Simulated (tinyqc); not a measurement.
What moves lifetime and leakage: Shockley-Read-Hall recombination through one deep level.

One level at Et with degeneracy 1: tn = 1/(sn vth Nt), tp = 1/(sp_ vth Nt), n1 = Nc exp((Et - Eg)/kT), p1 = Nv exp(-Et/kT), ni^2 = n1 p1. Equilibrium n0 = Nm, p0 = ni^2/Nm; n = n0 + dn, p = p0 + dn. U = (n p - ni^2)/(tp (n + n1) + tn (p + p1)), lifetime dn/U; emission rates en = sn vth n1, ep = sp_ vth p1.

Constants: kB = 8.617333262e-05 eV/K.

Values chosen for the exercise (gap and densities of states near those of Si at this temperature; not measured data):
```
symbol  value     unit    meaning
Eg      1.128     eV      gap
Nc      2.75e+19  1/cm^3  conduction-band density of states
Nv      1.13e+19  1/cm^3  valence-band density of states
T       300       K
Et      0.478     eV      recombination level above Ev
Nt      2.2e+14   1/cm^3  defects
sn      6.2e-16   cm^2    electron capture cross-section
sp_     2e-15     cm^2    hole capture cross-section
vth     22000000  cm/s    thermal velocity, both carriers
Nm      5.4e+16   1/cm^3  equilibrium electrons for the lifetime steps
dn      2.3e+16   1/cm^3  excess pairs
```

G = Nt en ep/(en + ep).

One parameter was then changed.

Results before and after:
```
case     lifetime (microsecond)  G (1/(cm^3 s))
base                     0.2028        9.92e+14
changed                  0.4057        4.96e+14
```

Which of these changes was made? (a) Nm = 1.62e+17 1/cm^3; (b) Nt = 1.1e+14 1/cm^3; (c) sp_ = 4e-15 cm^2; (d) Et = 0.518 eV; (e) sn = 1.24e-15 cm^2; (f) dn = 6.9e+16 1/cm^3.

Answer: (b) Nt = 1.1e+14 1/cm^3. Of the candidates, run in turn, only this one gives the changed row.

All candidates:
```
case                  lifetime (microsecond)  G (1/(cm^3 s))
base                                  0.2028        9.92e+14
Et = 0.518 eV                         0.2028        4.57e+15
sn = 1.24e-15 cm^2                    0.1531        1.98e+15
sp_ = 4e-15 cm^2                      0.1512        9.93e+14
Nt = 1.1e+14 1/cm^3                   0.4057        4.96e+14
Nm = 1.62e+17 1/cm^3                  0.1447        9.92e+14
dn = 6.9e+16 1/cm^3                   0.2902        9.92e+14
```

tinyqc: `OMP_NUM_THREADS=1 python tinyqc.py 1681947 1681948 out.jsonl`; about 0.01 s, one thread, shared Intel(R) Xeon(R) Processor @ 2.30GHz.
